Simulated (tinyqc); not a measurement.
Inside a calculation. Method: CCD on RHF in the sto-3g basis, for H4, spin multiplicity 1. One step of it, computed by the program tinyqc.

Task: CCD: starting amplitudes. t_ij^ab = <ij||ab> / (e_i + e_j - e_a - e_b), whose energy is MP2.

orbital energies (hartree): MO1 -0.604328, MO2 -0.411469, MO3 0.330596, MO4 0.809318

Two-electron integrals over orbitals (pq|rs), unique and non-zero (hartree):
```
(11|11) 0.476383    (21|21) 0.173251    (22|11) 0.437699    (22|22) 0.450940
(31|11) -0.068339   (31|22) 0.005299    (31|31) 0.108393    (32|21) 0.088525
(32|32) 0.122566    (33|11) 0.443235    (33|22) 0.443227    (33|31) -0.009251
(33|33) 0.462593    (41|21) 0.035572    (41|32) -0.062763   (41|41) 0.093090
(42|11) 0.074274    (42|22) 0.009394    (42|31) -0.101517   (42|33) 0.007517
(42|42) 0.107547    (43|21) -0.166346   (43|32) -0.090007   (43|41) -0.033248
(43|43) 0.178361    (44|11) 0.499950    (44|22) 0.463099    (44|31) -0.072921
(44|33) 0.477237    (44|42) 0.082423    (44|44) 0.552965
```

Give: Starting amplitudes; correlation energy.

Result:

Starting amplitudes (spin orbitals 1a, 1b, ...; amplitudes related by a flip of all spins are not repeated):

| from | to | t |
|---|---|---|
| 2a 2b | 3a 3b | -0.083 |
| 1a 1b | 3a 3b | -0.058 |
| 1a 2b | 3a 4b | 0.047 |
| 2a 2b | 4a 4b | -0.044 |
| 1a 1b | 4a 4b | -0.033 |
| 1a 2b | 3b 4a | -0.029 |
| 1a 2a | 3a 4a | 0.018 |

correlation energy = -0.03882 hartree
